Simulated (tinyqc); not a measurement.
Comparisons within one model: six-band Luttinger-Kohn model with strain. A value that a table varies takes the place of the one given here.

Six-band Luttinger-Kohn model in the basis |3/2,3/2>, |3/2,1/2>, |3/2,-1/2>, |3/2,-3/2>, |1/2,1/2>, |1/2,-1/2>, electron energies, zero at the top of the unstrained valence band. H = -[rows: (P+Q, -S, R, 0, -S/r2, r2 R); (-S*, P-Q, 0, R, -r2 Q, r32 S); (R*, 0, P-Q, S, r32 S*, r2 Q); (0, R*, S*, P+Q, -r2 R*, -S*/r2); (-S*/r2, -r2 Q, r32 S, -r2 R, P+Dso, 0); (r2 R*, r32 S*, r2 Q, -S/r2, 0, P+Dso)], r2 = sqrt(2), r32 = sqrt(3/2). Levels are twofold.

P = c g1 k^2 - av tr(e); Q = c g2 (kx^2 + ky^2 - 2 kz^2) - (b/2)(exx + eyy - 2 ezz); R = c sqrt3 [-g2 (kx^2 - ky^2) + 2i g3 kx ky] + (sqrt3/2) b (exx - eyy) - i d exy; S = 2 c sqrt3 g3 (kx - i ky) kz - d (exz - i eyz); c = hbar^2/2m0, e the strain tensor (not engineering shear).

s11 = (C11 + C12)/((C11 - C12)(C11 + 2 C12)), s12 = -C12/((C11 - C12)(C11 + 2 C12)), s44 = 1/C44; exx = s11 sxx + s12 (syy + szz) and cyclic, exy = s44 sxy/2; tension is positive. A uniaxial stress X along the unit vector n is s_ij = X n_i n_j.

Constants: hbar^2/2m0 = 3.80998211 eV angstrom^2.

Parameters, chosen for this exercise (near those of Ge; shifted at random, so the results belong to these values and not to a real crystal): Dso = 0.292 eV (spin-orbit splitting); g1 = 13.36 (Luttinger gamma1); g2 = 4.25 (gamma2); g3 = 5.7 (gamma3); av = 1.23 eV (valence hydrostatic potential); b = -2.54 eV (tetragonal shear potential); d = -5.25 eV (trigonal shear potential); C11 = 128.4 GPa; C12 = 48.5 GPa; C44 = 66.3 GPa; load = biaxial (001) (kind of stress); X1 = 1.5 GPa (size of the stress); E_h = 25 meV (hole energy below the top); X = 0.79 GPa (stress).

## Sweep of a biaxial (001) stress

Edges at k = 0 and curvature masses of the top pair along [110] and [001] (step 0.0002 1/angstrom); at zero stress the top is fourfold and has no single curvature.

Edges and masses:
```
X (GPa)  top (eV)  second (eV)  third (eV)  splitting (meV)  m [110]  m [001]
-3.00      0.0626      -0.0595     -0.3933            122.2    0.057    0.206
-2.00      0.0418      -0.0543     -0.3450             96.0    0.057    0.206
-1.00      0.0209      -0.0352     -0.3105             56.0    0.057    0.206
0.00       0.0000       0.0000     -0.2920              0.0        -        -
1.00       0.0488      -0.0209     -0.2872             69.7    0.132    0.040
2.00       0.1069      -0.0418     -0.2916            148.6    0.151    0.037
3.00       0.1704      -0.0626     -0.3016            233.1    0.165    0.036
```

The splitting reaches 122.2 meV under compression and 233.1 meV under the same tension; linear shear terms alone would make the two equal, and the difference comes from the coupling to the split-off band. At the ends of the sweep the top pair has a mass along [110] of 0.057 under compression and 0.165 under tension, so compression gives the lighter holes along [110]; along [001] it has 0.206 and 0.036. The top edge itself moves by +63 and +170 meV. The ends of the sweep mean strains up to 2.1 %, beyond the range of linear deformation potentials.

## Which stress helps holes along [110]

Each load has size X1 (biaxial: sxx = syy); masses are curvatures of the top pair at k = 0.

Results:
```
load                         splitting (meV)  top edge (meV)  m [110]  m [001]
uniaxial [110], compression             83.8            38.1    0.035    0.147
uniaxial [110], tension                 66.4            46.8    0.311    0.050
uniaxial [100], compression            108.3            52.4    0.061    0.142
uniaxial [100], tension                 78.0            55.9    0.089    0.057
uniaxial [111], compression             75.6            33.2    0.047    0.075
uniaxial [111], tension                 59.8            42.5    0.131    0.075
biaxial (001), compression              78.0            31.3    0.057    0.206
biaxial (001), tension                 108.3            77.0    0.142    0.038
```

The lightest mass along [110] (0.035) comes with uniaxial [110], compression. The largest splitting (108.3 meV) comes with uniaxial [100], compression; biaxial (001), tension. The heaviest mass along [001] (0.206), which lowers the confinement energy in a (001) channel, comes with biaxial (001), compression. The splitting per GPa follows b (s11 - s12) for loads along cube axes and d s44 for [111]: here 2 |b| (s11 - s12) = 63.6 and |d| s44/sqrt3 = 45.7 meV per GPa in the limit of large Dso; where the splitting nears Dso, mixing with the split-off band makes it depend on the sign of the load.

## Warping of the constant-energy contours (six-band Luttinger-Kohn model)

No strain (e = 0). In the plane kz = 0, |k| where the top and second pairs lie E_h below the top, against the angle from [100]; m = c k^2/E_h.

Contours:
```
angle (degrees)  k top (1/angstrom)  k second (1/angstrom)  m top (m0)  m second (m0)
0                            0.0367                 0.0176       0.206          0.047
9                            0.0377                 0.0175       0.217          0.047
18                           0.0405                 0.0173       0.250          0.045
27                           0.0450                 0.0170       0.308          0.044
36                           0.0501                 0.0169       0.382          0.043
45                           0.0527                 0.0168       0.423          0.043
```

The heavy contour reaches 1.434 times as far along [110] as along [100], the light one 0.956 times. The warping follows g3 - g2 = 1.45 and would vanish for g2 = g3. Along [100] the heavy mass is 1/(g1 - 2 g2) = 0.206 at any energy, while the light one is 0.0470, against 1/(g1 + 2 g2) = 0.0457 at the edge, for E_h/Dso = 0.09.

## What each parameter does

Edges at k = 0 under a biaxial (001) stress X and the curvature mass of the top pair along [110] (step 0.0002 1/angstrom). Each row changes one parameter from the base and keeps the others.

Results:
```
case              top (eV)  second (eV)  third (eV)  mass (m0)
base                0.0377      -0.0165     -0.2873      0.127
d = -6.3 eV         0.0377      -0.0165     -0.2873      0.127
C11 = 154.08 GPa    0.0291      -0.0113     -0.2866      0.123
av = 0.984 eV       0.0359      -0.0182     -0.2890      0.127
X = 0.632 GPa       0.0296      -0.0132     -0.2877      0.124
C44 = 79.56 GPa     0.0377      -0.0165     -0.2873      0.127
Dso = 0.234 eV      0.0385      -0.0165     -0.2302      0.132
C12 = 58.2 GPa      0.0415      -0.0206     -0.2891      0.130
```

The largest shifts from the base row, up to three for each result and ties (the steps differ in size, so this ranks the rows, not the parameters). top (eV): C11 -0.0086, X -0.0081, C12 +0.0039; unchanged at the printed digits by d and C44. second (eV): C11 +0.0052, C12 -0.0042, X +0.0033; unchanged at the printed digits by d, C44 and Dso. third (eV): Dso +0.0571, C12 -0.0018, av -0.0017; unchanged at the printed digits by d and C44. mass (m0): C11 -0.004, Dso +0.004, X -0.003; unchanged at the printed digits by d, av and C44. The Luttinger parameters multiply k^2 and cannot move the edges; av shifts all edges alike and leaves the mass.

Run: tinyqc, `OMP_NUM_THREADS=1 python tinyqc.py 1050243 1050244 out.jsonl`; Intel(R) Xeon(R) Processor @ 2.30GHz, one thread, shared host; about 0.03 s of CPU time with all checks.
